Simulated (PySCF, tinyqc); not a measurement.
Inside a calculation. Method: CIS and TDHF on RHF in the sto-3g basis, for H3-, spin multiplicity 1. The basis has no diffuse functions, so it cannot describe the extra electron: this is an exercise in the method, not the real anion. The lowest restricted solution is unstable here: a spin-polarised one lies 0.0943 hartree lower (PySCF). Computed by tinyqc, a small Python program that keeps every step (integrals from PySCF). Settings: charge = -1, multiplicity = 1, basis = sto-3g, method = RHF, energy threshold = 1e-10, iteration cap = 76, orthogonalisation = canonical, start = Wolfsberg-Helmholz matrix, DIIS depth = 6, TDHF = 1. Command: `OMP_NUM_THREADS=1 python tinyqc.py 30228 30229 out.jsonl` (the two numbers bound the seeds that draw the settings). One thread of a shared host (Intel(R) Xeon(R) Processor @ 2.60GHz), about 0.04 s of CPU time with the checks. The early iterations of the SCF are left out here.

## One-electron integrals

Geometry (angstrom):
```
atom        x        y        z
H     0.00000  0.00000  0.00000
H     0.00000  0.00000  0.90100
H     0.00000  0.85900  0.45100
```

Basis sto-3g: exponents (1/bohr^2) and contraction coefficients of normalised primitives:
```
element  l (shell)  exponent  coefficient
H            s (1)   3.42525      0.15433
H            s (1)   0.62391      0.53533
H            s (1)   0.16886      0.44463
```

Overlap, kinetic and nuclear-attraction integrals over the contracted functions; the nuclear repulsion is the sum of Za Zb / Rab.

nuclear repulsion = 1.6784489 hartree

overlap S, lower triangle:
```
         1H 1s    2H 1s    3H 1s
1H 1s  1.00000
2H 1s  0.55656  1.00000
3H 1s  0.51421  0.51449  1.00000
```

kinetic energy T (hartree), lower triangle:
```
         1H 1s    2H 1s    3H 1s
1H 1s  0.76003
2H 1s  0.15223  0.76003
3H 1s  0.12274  0.12293  0.76003
```

nuclear attraction V (hartree), lower triangle:
```
          1H 1s     2H 1s     3H 1s
1H 1s  -2.31391
2H 1s  -1.24480  -2.31412
3H 1s  -1.13492  -1.13563  -2.28001
```

core Hamiltonian H = T + V (hartree), lower triangle:
```
          1H 1s     2H 1s     3H 1s
1H 1s  -1.55387
2H 1s  -1.09257  -1.55409
3H 1s  -1.01218  -1.01270  -1.51998
```

## Two-electron integrals

Functions are numbered as in S; the eight-fold symmetry (ij|kl) = (ji|kl) = (kl|ij) leaves the list below.

Two-electron integrals (ij|kl) in chemists' order, unique and non-zero (hartree):
```
(11|11) 0.77461   (21|11) 0.35741   (21|21) 0.20340   (22|11) 0.51144
(22|21) 0.35741   (22|22) 0.77461   (31|11) 0.32330   (31|21) 0.16843
(31|22) 0.26838   (31|31) 0.17062   (32|11) 0.26847   (32|21) 0.16851
(32|22) 0.32352   (32|31) 0.15645   (32|32) 0.17082   (33|11) 0.48786
(33|21) 0.28183   (33|22) 0.48801   (33|31) 0.32330   (33|32) 0.32352
(33|33) 0.77461
```

## Orthogonalisation

S = U s U^T; canonical form X = U s^(-1/2), so that X^T S X = 1. Each column of U has its largest component positive (the first on a tie).

eigenvalues of S: 0.44344  0.49947  2.05710

X:
```
              1         2        3
1H 1s  -1.06018  -0.57007  0.40611
2H 1s   1.06355  -0.56427  0.40618
3H 1s  -0.00365   1.16566  0.39524
```

## Iteration 5 (converged): orbitals

converged F (hartree), lower triangle:
```
          1H 1s     2H 1s    3H 1s
1H 1s   0.09596
2H 1s  -0.31699   0.09762
3H 1s  -0.17840  -0.17463  0.18589
```

Diagonalise F' = X^T F X, C = X C', fill 2 alpha and 2 beta electrons from the bottom; D = 2 C_occ C_occ^T. Each column has its largest component positive (the first on a tie).

F' = X^T F X (hartree), lower triangle:
```
         1        2         3
1  0.93310
2  0.00442  0.57773
3  0.00204  0.09910  -0.15695
```

orbital energies (hartree): MO1 -0.17008, MO2 0.59080, MO3 0.93316

coefficients C:
```
           MO1       MO2       MO3
1H 1s  0.47887  -0.49735   1.06640
2H 1s  0.47539  -0.52042  -1.05720
3H 1s  0.23869   1.20741  -0.01306
```

D after iteration 5, lower triangle:
```
          1H 1s     2H 1s    3H 1s
1H 1s   0.95335
2H 1s   0.97297   0.99368
3H 1s  -0.97241  -1.02978  3.02961
```

## Convergence

Stop when the energy changes by less than 1e-10 hartree and every element of the error matrix X^T (F D S - S D F) X is below 3e-06.

Course of the cycle:
```
iteration  E (hartree)     change  largest element of the error matrix
1           -0.7520537          -                             1.31e-03
2           -0.7520551  -1.36e-06                             4.86e-04
3           -0.7520562  -1.10e-06                             5.32e-04
4           -0.7520470   9.12e-06                             1.50e-06
5           -0.7520470   4.71e-12                             1.30e-08
```

PySCF RHF in the same basis = -0.7520470 hartree

Converged in 5 iterations.

## Integrals over molecular orbitals

(pq|rs) = sum C_ip C_jq C_kr C_ls (ij|kl), one index at a time.

one-electron integrals over orbitals h = C^T H C (hartree), lower triangle:
```
          1         2         3
1  -1.75280
2  -0.07343  -1.09841
3   0.00206   0.00090  -1.04056
```

Two-electron integrals over orbitals (pq|rs), unique and non-zero (hartree):
```
(11|11) 0.60948    (21|11) -0.03626   (21|21) 0.11170    (22|11) 0.54247
(22|21) 0.10969    (22|22) 0.71597    (31|11) 0.00090    (31|21) 0.00035
(31|22) -0.00299   (31|31) 0.16518    (32|11) 0.00052    (32|21) -0.00303
(32|22) -0.00160   (32|31) -0.07841   (32|32) 0.04825    (33|11) 0.60880
(33|21) -0.08612   (33|22) 0.48477    (33|31) 0.00214    (33|32) 0.00134
(33|33) 0.66928
```

## CIS matrix, singlets

A(ia,jb) = (e_a - e_i) d_ij d_ab + 2 (ia|jb) - (ij|ab).

CIS matrix A, singlet (hartree):
```
          1>3       2>3
1>3   0.82480  -0.07070
2>3  -0.07070  -0.04592
```

## CIS singlet states

dipole integrals <i|r|a> (bohr):
```
           x         y         z
1>3  0.00000  -0.00940  -0.97358
2>3  0.00000  -0.01570   0.35860
```

Diagonalise A (1 hartree = 27.211386 eV); each vector has its largest component positive (the first on a tie). The transition dipole is mu = sqrt2 sum c_ia <i|r|a>.

singlet excitation energies (eV): -1.40467  22.59921

lowest vectors:
```
     state 1   state 2
1>3  0.08040   0.99676
2>3  0.99676  -0.08040
```

oscillator strengths 2/3 w |mu|^2: -0.00538  1.10577

A negative triplet energy shows that the restricted solution is unstable towards a spin-polarised one.

## TDHF (RPA) singlet states

B(ia,jb) = 2 (ia|jb) - (ib|ja); the squared energies are the eigenvalues of (A - B)(A + B); 1 hartree = 27.211386 eV.

TDHF matrix B, singlet (hartree):
```
          1>3       2>3
1>3   0.16518  -0.07841
2>3  -0.07841   0.04825
```

squared energies w^2 (hartree^2): 0.00191  0.64859

TDHF energies from the positive w^2 (eV): 1.18925  21.91466

A + B or A - B has a negative eigenvalue: the restricted solution is unstable towards a lower one, a negative w^2 means an imaginary energy, and the lowest roots have no physical meaning.

## CIS matrix, triplets

A(ia,jb) = (e_a - e_i) d_ij d_ab - (ij|ab).

CIS matrix A, triplet (hartree):
```
         1>3       2>3
1>3  0.49444   0.08612
2>3  0.08612  -0.14241
```

## CIS triplet states

Diagonalise A (1 hartree = 27.211386 eV); each vector has its largest component positive (the first on a tie).

triplet excitation energies (eV): -4.18659  13.76581

lowest vectors:
```
      state 1  state 2
1>3  -0.13168  0.99129
2>3   0.99129  0.13168
```

A negative triplet energy shows that the restricted solution is unstable towards a spin-polarised one.

## TDHF (RPA) triplet states

B(ia,jb) = - (ib|ja); the squared energies are the eigenvalues of (A - B)(A + B); 1 hartree = 27.211386 eV.

TDHF matrix B, triplet (hartree):
```
          1>3       2>3
1>3  -0.16518   0.07841
2>3   0.07841  -0.04825
```

squared energies w^2 (hartree^2): 0.02644  0.21124

TDHF energies from the positive w^2 (eV): 4.42509  12.50651

A + B or A - B has a negative eigenvalue: the restricted solution is unstable towards a spin-polarised one, a negative w^2 means an imaginary energy, and the lowest roots have no physical meaning.
